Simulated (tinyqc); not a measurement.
Worked calculation: RHF in the 3-21g basis, for H2, spin multiplicity 1. One step of it, computed by the program tinyqc.

Task: Iteration 1: diagonalisation and new density. Diagonalise F' = X^T F X, C = X C', fill 1 alpha and 1 beta electrons from the bottom; D = 2 C_occ C_occ^T; the new density keeps 0.7 of the old one (damping). Each column has its largest component positive (the first on a tie).

Fock matrix F (hartree), lower triangle:
```
           1H 1s      1H 2s      2H 1s      2H 2s
1H 1s   0.202140
1H 2s  -0.425844  -0.344008
2H 1s  -0.368594  -0.405126   0.202140
2H 2s  -0.405126  -0.398880  -0.425844  -0.344008
```

X, lower triangle:
```
           1H 1s      1H 2s      2H 1s     2H 2s
1H 1s   1.239030
1H 2s  -0.483026   1.595221
2H 1s  -0.014006   0.025562   1.239030
2H 2s   0.025562  -0.607551  -0.483026  1.595221
```

D at the start, lower triangle:
```
          1H 1s     1H 2s     2H 1s     2H 2s
1H 1s  0.051915
1H 2s  0.140956  0.382716
2H 1s  0.051915  0.140956  0.051915
2H 2s  0.140956  0.382716  0.140956  0.382716
```

overlap S, lower triangle:
```
          1H 1s     1H 2s     2H 1s     2H 2s
1H 1s  1.000000
1H 2s  0.645899  1.000000
2H 1s  0.183235  0.365020  1.000000
2H 2s  0.365020  0.707747  0.645899  1.000000
```

Give: F' = X^T F X; orbital energies; coefficients C; D after iteration 1.

Result:

F' = X^T F X (hartree), lower triangle:
```
         1        2        3       4
1   0.7314
2  -0.6191   0.2258
3  -0.2053  -0.1313   0.7314
4  -0.1313  -0.2345  -0.6191  0.2258
```

orbital energies (hartree): MO1 -0.5378, MO2 0.1557, MO3 1.0553, MO4 1.2413

coefficients C:
```
          MO1      MO2      MO3      MO4
1H 1s  0.2349   0.1643   0.8943  -0.9420
1H 2s  0.3843   1.1306  -0.6669   1.1301
2H 1s  0.2349  -0.1643   0.8943   0.9420
2H 2s  0.3843  -1.1306  -0.6669  -1.1301
```

D after iteration 1, lower triangle:
```
        1H 1s   1H 2s   2H 1s   2H 2s
1H 1s  0.0694
1H 2s  0.1528  0.3565
2H 1s  0.0694  0.1528  0.0694
2H 2s  0.1528  0.3565  0.1528  0.3565
```
